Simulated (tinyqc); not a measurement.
# Two-junction solar cell, detailed-balance limit: effects of single changes

The top cell takes all photons above E1, the bottom cell those between E2 and E1. Each cell follows J = Jsc - J0 (exp(V/Vt) - 1) with J0 = q ge Phi(gap, T)/ERE; light emitted by one cell and absorbed by the other is left out. In series both carry one current; wired apart (four terminals) each works at its own maximum power point. Efficiencies are counted against Pin = fs X sigma Ts^4.

Values chosen for this exercise:
```
symbol    value  unit                                    meaning
T           298     K                           cell temperature
Ts         7000     K          temperature of the black-body sun
fs      2.16e-5        share of the hemisphere filled by the sun
X          1000                                    concentration
ERE         0.1                    external radiative efficiency
ge            1                        number of faces that emit
E2         0.78    eV                     gap of the bottom cell
E1         1.82    eV                        gap of the top cell
```

Constants: q = 1.602176634e-19 C, kB = 1.380649e-23 J/K, h = 6.62607015e-34 J s, c = 299792458 m/s, Vt = kB T/q. Results are converted to the units shown.

Each table varies one quantity; the others keep the values above.

## Effect of the concentration

Photon flux above E from a black body at temperature T into a hemisphere: Phi(E, T) = A sum_k exp(-k E/th)[E^2 th/k + 2 E th^2/k^2 + 2 th^3/k^3], k = 1, 2, ..., with th = kB T/q in eV and A = 2 pi q^3/(h^3 c^2). J1 = q fs X Phi(E1, Ts), J2 = q fs X [Phi(E2, Ts) - Phi(E1, Ts)], J01 and J02 as above; sigma = 2 pi^5 kB^4/(15 h^3 c^2). In series V(J) = Vt [ln((J1 - J)/J01 + 1) + ln((J2 - J)/J02 + 1)], and J V(J) is largest where V = J Vt [1/(J1 - J + J01) + 1/(J2 - J + J02)]. Apart, each cell has (1 + v) exp(v) = 1 + Jsc/J0 at its maximum power point, v = Vmp/Vt.

Effect of the concentration:
```
X	J1 (mA/cm^2)	J2 (mA/cm^2)	series efficiency (%)	four-terminal efficiency (%)
1	64.132	76.346	40.024	40.736
3	192.40	229.04	41.237	42.033
10	641.32	763.46	42.567	43.458
30	1924.0	2290.4	43.781	44.759
100	6413.2	7634.6	45.112	46.188
300	19240	22904	46.326	47.494
1000	64132	76346	47.658	48.927
```

As X goes from 1 to 1000, the series efficiency rises from 40.0 to 47.7 %, and the four-terminal one rises from 40.7 to 48.9 %. Among the rows the two lie closest, 0.71 points apart, at X = 1, where J1/J2 = 0.840; the spread over the rows is 7.63 points in series and 8.19 apart. For X = 100 to 1000 the open-circuit voltage of the bottom cell lies within 6 Vt of its gap, where the Boltzmann form begins to fail.

## Effect of the gap of the bottom cell

Same model as above.

The same in every row: J1 (mA/cm^2) = 6.413e4.

Effect of the gap of the bottom cell:
```
E2 (eV)	J2 (mA/cm^2)	series efficiency (%)	four-terminal efficiency (%)
0.66	8.559e4	45.55	47.73
0.82	7.318e4	48.31	49.17
0.98	6.034e4	48.08	49.37
1.14	4.753e4	40.77	48.36
1.3	3.512e4	32.01	46.26
1.46	2.336e4	22.48	43.21
1.62	1.240e4	12.54	39.38
```

Read the table: what changes, and by how much?

As E2 goes from 0.66 to 1.62 eV, the series efficiency goes from 45.5 through a maximum of 48.3 (at E2 = 0.82 eV among the rows listed) to 12.5 %, and the four-terminal one goes from 47.7 through a maximum of 49.4 (at E2 = 0.98 eV among the rows listed) to 39.4 %. Among the rows the two lie closest, 0.86 points apart, at E2 = 0.82 eV, where J1/J2 = 0.876; the spread over the rows is 35.8 points in series and 9.99 apart. Current matching makes the series cell the more sensitive one. For E2 = 0.66 to 1.46 eV the open-circuit voltage of the bottom cell lies within 6 Vt of its gap, where the Boltzmann form begins to fail. For E2 = 1.14 to 1.62 eV the top cell has surplus current and is radiative, so luminescent coupling, left out here, would help the series cell.

## Effect of the temperature of the black-body sun

Same model as above.

Effect of the temperature of the black-body sun:
```
Ts (K)	J1 (mA/cm^2)	J2 (mA/cm^2)	series efficiency (%)	four-terminal efficiency (%)
4000	2891	1.472e4	19.40	39.00
4500	6125	2.201e4	25.99	42.35
5000	1.140e4	3.069e4	32.04	44.87
5500	1.928e4	4.060e4	37.29	46.67
6000	3.033e4	5.160e4	41.65	47.88
6500	4.511e4	6.356e4	45.10	48.60
7000	6.413e4	7.635e4	47.66	48.93
7500	8.792e4	8.986e4	48.95	48.95
```

What does the table show?

As Ts goes from 4000 to 7500 K, the series efficiency rises from 19.4 to 48.9 %, and the four-terminal one rises from 39.0 to 48.9 %. Among the rows the two lie closest, 0.0017 points apart, at Ts = 7500 K, where J1/J2 = 0.978; the spread over the rows is 29.5 points in series and 9.95 apart. Current matching makes the series cell the more sensitive one. In every row the open-circuit voltage of the bottom cell lies within 6 Vt of its gap, where the Boltzmann form begins to fail.

Numbers from tinyqc (`OMP_NUM_THREADS=1 python tinyqc.py 2820103 2820104 out.jsonl`; about 0.01 s on one thread of a shared Intel Xeon 2.30GHz).
